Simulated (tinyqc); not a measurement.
Keating valence-force model of a tetrahedral crystal: one step, computed by the program tinyqc. Command: `OMP_NUM_THREADS=1 python tinyqc.py 3000984 3000985 out.jsonl keating walk`. One thread of a shared host (Intel(R) Xeon(R) Processor @ 2.30GHz), about 0.02 s of CPU time with the checks.

Atom A sits at 0 and atom B at a/4 (1,1,1) of an fcc lattice; the four bonds from A are t = a/4 (1,1,1), a/4 (1,-1,-1), a/4 (-1,1,-1), a/4 (-1,-1,1), of length d = sqrt(3) a/4. Energy: E = (3 alpha/(8 d^2)) sum over bonds (r.r - d^2)^2 + (3 beta/(8 d^2)) sum over pairs of bonds at one atom (r_i.r_j + d^2/3)^2; both atoms have the mass M. The cell holds two atoms, Omega = a^3/4. 1 N/m = 1 J/m^2.

Problem. Frequencies at the zone boundary. With displacements u exp(i q.r), each bracket changes by g.u, where g = (g_A, g_B): bond t, g = (-2 t, 2 t exp(i q.t)); pair (i, j) at A, g = (-(t_i + t_j), t_i exp(i q.t_j) + t_j exp(i q.t_i)); pair at B, g = (-t_i exp(-i q.t_j) - t_j exp(-i q.t_i), t_i + t_j). Then D_mn = sum over the 4 bonds and 12 pairs of (4 k/a^2) conj(g_m) g_n / sqrt(M_m M_n), with k = alpha or beta converted to eV/angstrom^2. An eigenvalue lambda of D in eV/(angstrom^2 u) gives nu = 15.6333042 THz x sqrt(lambda).

Inputs (values chosen for the exercise, for a model crystal): atomic mass M = 62.2 u; bond stretching alpha = 38.8 N/m; bond bending beta = 9.63 N/m.

Structure: diamond.

Constants: nu for 1 eV/(angstrom^2 u) = 15.6333042 THz; 1 eV/angstrom^2 = 16.02176634 J/m^2.

Give: Frequencies (THz) at points given in 2 pi/a.

Solution.

Frequencies (THz) at points given in 2 pi/a:
```
point                nu 1    nu 2    nu 3    nu 4    nu 5    nu 6
X (1, 0, 0)        4.3467  4.3467  7.5469  7.5469  8.7249  8.7249
L (0.5, 0.5, 0.5)  3.0736  3.0736  7.0522  7.7107  9.2505  9.2505
W (1, 0.5, 0)      4.8197  4.8197  6.8927  6.8927  9.0130  9.0130
K (0.75, 0.75, 0)  4.0158  5.2142  6.7647  7.2560  8.8821  9.1063
```

At X the two longitudinal modes are degenerate (7.55 THz), as the diamond symmetry demands.
